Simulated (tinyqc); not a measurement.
# Bandgap voltage reference from two bipolar transistors, step by step

Computed by the program tinyqc: `OMP_NUM_THREADS=1 python tinyqc.py 2062078 2062079 out.jsonl`, one thread of a shared Intel Xeon 2.30GHz, about 0.02 s for the whole run. Printed values are rounded.

Two transistors of area 1 and N carry the same current I. Is(T) = Is (T/T0)^eta exp[(Vg0 q/kB)(1/T0 - 1/T)], VBE1 = Vt ln(I/Is(T)) + I rb, VBE2 = Vt ln(I/(N Is(T))) + I rb/N. The amplifier forces I R1(T) = VBE1 - VBE2 + Vos, with R(T) = R (1 + tc (T - T0)) for both resistors, and the output is Vref = VBE1 + I R2(T). Base currents and the Early effect are neglected.

Parameters, values chosen for the exercise; values of the order met in silicon bipolar transistors:
- T0 = 323 K (reference temperature)
- Vg0 = 1.152 V (band-gap voltage extrapolated to 0 K)
- eta = 3.3 (temperature exponent of the saturation current)
- Is = 3.3e-18 A (saturation current of the unit transistor at T0)
- N = 24 (area ratio of the second transistor)
- R1 = 37 kohm (resistor across which the difference of VBE falls, at T0)
- tc = 1100 ppm/K (temperature coefficient of both resistors)
- Vos = 0.7 mV (offset of the amplifier)
- rb = 0 ohm (series resistance of the unit transistor)
- R2 = 200.7 kohm (output resistor at T0)
- T = 333 K (temperature)

Constants: q = 1.602176634e-19 C, kB = 1.380649e-23 J/K. Results are converted to the units shown.

## Operating point at the reference temperature

Vt = kB T/q; I = (Vt ln N + Vos)/(R1(T) - rb (1 - 1/N)). Evaluate at T = T0.

Vt = 0.02783399 V
I = 2.409673 uA
Is(T) = 3.3e-18 A
VBE1 = 0.7603296 V
I R2 = 0.4836214 V
Vref = 1.243951 V

## Operating point at another temperature

Vt = kB T/q; I = (Vt ln N + Vos)/(R1(T) - rb (1 - 1/N)).

Vt = 0.02869572 V
I = 2.456667 uA
Is(T) = 1.264713e-17 A
VBE1 = 0.7458705 V
I R2 = 0.4984766 V
Vref = 1.244347 V

From T0 to T, VBE1 changes by -14.5 mV and I R2 by 14.9 mV, which leaves 0.396 mV in Vref.

## Resistor for zero slope at T0, ideal case

With tc = 0, Vos = 0 and rb = 0 the current is proportional to T, dVBE/dT = (VBE - Vg0 - (eta - 1) Vt)/T, and Vref has zero slope at T0 when Vref = Vg0 + (eta - 1) Vt0. Find VBE1, its slope, that Vref, R2/R1 and the curvature d2Vref/dT2 = -(eta - 1) kB/(q T0).

VBE1 = 0.7601102 V
dVBE/dT = -1.411480 mV/K
Vref = 1.216018 V
R2/R1 = 5.153954
curvature = -0.6136182 uV/K^2
